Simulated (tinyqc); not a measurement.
Convergence with the mesh: density of states of one tight-binding band on the simple cubic lattice.

E(k) = -2 t (c1 + c2 + c3) - 4 t2 (c1 c2 + c2 c3 + c3 c1) with ci = cos(2 pi ki); k in fractions of the reciprocal vectors, mesh k_i = j/N with j = 0 .. N-1. Densities are per cell and per spin, so the band holds one state.

Each cube of the mesh, corners numbered 0 to 7 as the binary number (i j l), is cut into six tetrahedra around the diagonal 0-7: 0137, 0157, 0237, 0267, 0457, 0467. For corner energies e1 <= e2 <= e3 <= e4 and eij = ei - ej, the share of the tetrahedron below E is n = (E - e1)^3/(e21 e31 e41) for e1 < E < e2; n = [e21^2 + 3 e21 x + 3 x^2 - (e31 + e42) x^3/(e32 e42)]/(e31 e41) with x = E - e2 for e2 < E < e3; n = 1 - (e4 - E)^3/(e41 e42 e43) for e3 < E < e4; its density of states is g = dn/dE.

Gaussian broadening: g(E) = mean over the mesh of exp(-(E - E_k)^2/(2 sigma^2))/(sigma sqrt(2 pi)), n(E) = mean of erfc((E_k - E)/(sigma sqrt 2))/2.

Parameters, chosen for this exercise: t = 0.74 eV (nearest hopping); t2 = 0 eV (second hopping); E = 0.59 eV (energy at which the density is wanted); sigma = 0.074 eV (Gaussian width).

At the energy E; the plain count is the share of mesh points below E; the reference is the linear method with N = 36.

Results:

| N | points | g linear | n linear | g Gaussian | n Gaussian | n plain count |
|---|---|---|---|---|---|---|
| 4 | 64 | 0.2400 | 0.6469 | 0.0000 | 0.6562 | 0.6562 |
| 6 | 216 | 0.2144 | 0.6234 | 0.1152 | 0.5591 | 0.5556 |
| 8 | 512 | 0.2007 | 0.6203 | 0.1474 | 0.6213 | 0.6133 |
| 12 | 1728 | 0.1962 | 0.6164 | 0.2343 | 0.6009 | 0.6100 |
| 16 | 4096 | 0.1964 | 0.6153 | 0.2628 | 0.6180 | 0.6313 |
| 20 | 8000 | 0.1950 | 0.6148 | 0.1731 | 0.6170 | 0.6198 |

reference n and g: 0.6141  0.1938

What does the comparison show?

The linear n(E) stays within 0.002 of the reference from N = 16 on. The Gaussian g still moves by more than 1 % between the last two meshes. At the last mesh it lies -0.021 1/eV from the reference g and the linear g +0.001. The plain count errs by +0.0056 at the last mesh.

Program tinyqc; command `OMP_NUM_THREADS=1 python tinyqc.py 1682713 1682714 out.jsonl`; about 0.2 s on one thread of a shared Intel(R) Xeon(R) Processor @ 2.30GHz.
